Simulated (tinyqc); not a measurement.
Capacitances against the line height.

Endless row of lines of width wl, height tl and space sl between grounded planes at distance hd; e2 fills the gaps beside the lines, e1 the rest. Laplace's equation is solved on meshes of 3, 6 and 12 steps per unit u and extrapolated (Aitken), which is good to about 0.2 %. C_even (all lines at 1 V) is the capacitance Cg to the planes; C_odd (neighbours in antiphase) = Cg + 4 Cc if only nearest neighbours couple, which defines Cc; total with quiet neighbours Cg + 2 Cc. Plate values 2 eps0 e1 wl/hd and eps0 e2 tl/sl.

Values chosen for this exercise:

| symbol | value | unit | meaning |
|---|---|---|---|
| e1 | 2.7 |  | relative permittivity above and below the lines |
| e2 | 1 |  | relative permittivity between the lines |
| wl | 6 | u | line width, in units u |
| sl | 6 | u | space between lines |
| hd | 6 | u | distance to each plane |

Constants: eps0 = 8.8541878128e-12 F/m. Results are converted to the units shown.

The same in every row: plate Cg (aF/um) = 47.8.

Results:
columns A: tl (u); B: Cg (aF/um); C: Cc (aF/um); D: Cg + 2 Cc (aF/um); E: C_odd (aF/um); F: plate Cc (aF/um); G: share of coupling, 2 Cc/(Cg + 2 Cc) (%)
```
A      B     C    D    E     F     G
2   82.0  9.01  100  118  2.95  18.0
6   83.9  14.5  113  142  8.85  25.7
8   84.1  17.4  119  154  11.8  29.3
12  84.1  23.3  131  177  17.7  35.7
16  84.2  29.2  143  201  23.6  41.0
```

Estimate the missing row, tl = 4 u.

Computed row:
columns A: tl (u); B: Cg (aF/um); C: Cc (aF/um); D: Cg + 2 Cc (aF/um); E: C_odd (aF/um); F: plate Cc (aF/um); G: share of coupling, 2 Cc/(Cg + 2 Cc) (%)
```
A     B     C    D    E     F     G
4  83.4  11.7  107  130  5.90  21.9
```

With this row back in the table: As tl goes from 2 to 16, Cg rises from 82.0 to 84.2 aF/um, Cc rises from 9.01 to 29.2 aF/um and the share of coupling rises from 18.0 to 41.0 %. Cg is 1.72 times its plate value in the first row and 1.76 times in the last; for Cc the ratios are 3.05 and 1.24. Neighbours in antiphase raise the load by a factor of 1.18 and 1.41 over quiet ones.

Computed by the program tinyqc: `OMP_NUM_THREADS=1 python tinyqc.py 2790204 2790205 out.jsonl`, one thread of a shared Intel Xeon 2.30GHz, about 0.9 s for the whole run.
